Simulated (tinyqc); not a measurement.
# From critical stress tau_c back to energy U of the critical stress

Model: thermal and gravitational stress in a wafer during furnace and rapid thermal processing, and the onset of slip. Computed by tinyqc, a small Python program. Command: `OMP_NUM_THREADS=1 python tinyqc.py 3002817 3002818 out.jsonl slip inv`. One thread of a shared host (Intel(R) Xeon(R) Processor @ 2.30GHz), about 0.02 s of CPU time with the checks.

A thin free disc in plane stress, isotropic; T(r) = T_centre + dT (r/R)^n with n = 2. Stress is positive in tension; sigma_SB = 5.670374419e-8 W/(m^2 K^4), g = 9.80665 m/s^2.

Inputs (values chosen for the exercise, modelled on silicon): Young's modulus E = 150 GPa; expansion alpha = 4.28 1e-6/K; edge less centre temperature dT = 19 K; temperature T = 1050 K; prefactor A of the critical stress = 0.00059 MPa.

Temperature profile: parabolic.

Constants: k_B = 8.617333262e-05 eV/K.

Method. With x = r/R: s_rr = alpha E dT (1 - x^n)/(n + 2), s_tt = alpha E dT [1 - (n + 1) x^n]/(n + 2). Critical resolved stress tau_c = A exp(U/(k_B T)), a form chosen for the exercise; slip when 0.492799 |s_tt(R)| > tau_c; allowed |dT| = tau_c (n + 2)/(0.492799 n alpha E).

Question. A run gave the result below. Find the energy U of the critical stress, known to lie between 0.6 and 1.6 eV.

critical stress tau_c = 63.24564 MPa

Answer.

Each step takes the trial c = (a f_b - b f_a)/(f_b - f_a), f being the result less the target and a, b, c the logarithms of the listed values; c replaces end b, the old b replaces a if the sign of f changed, and otherwise f_a is halved.

Scan of the range:
```
energy U of the critical stress (eV)  critical stress tau_c (MPa)
0.600                                                 4.47430e-01
0.707                                                 1.45983e+00
0.832                                                 5.81134e+00
0.980                                                 2.98294e+01
1.150                                                 1.95258e+02
1.360                                                 1.98868e+03
1.600                                                 2.82172e+04
```

False position (Illinois rule, in the logarithm of the input) inside the bracket:
```
step    end a    end b    trial  critical stress tau_c (MPa)
1     0.98000  1.15000  1.01218                      42.5715
2     1.15000  1.01218  1.02983                      51.7393
3     1.15000  1.02983  1.04684                      62.4411
4     1.15000  1.04684  1.04919                      64.0798
5     1.04684  1.04919  1.04799                      63.2399
6     1.04919  1.04799  1.04800                      63.2456
7     1.04919  1.04800  1.04800                      63.2457
8     1.04800  1.04800  1.04800                      63.2456
```

Critical stress tau_c rises at every point of a 13-point scan of the range (every second point is shown), so one value fits; it is bracketed by 0.980 and 1.15. Answer: energy U of the critical stress = 1.048 eV.
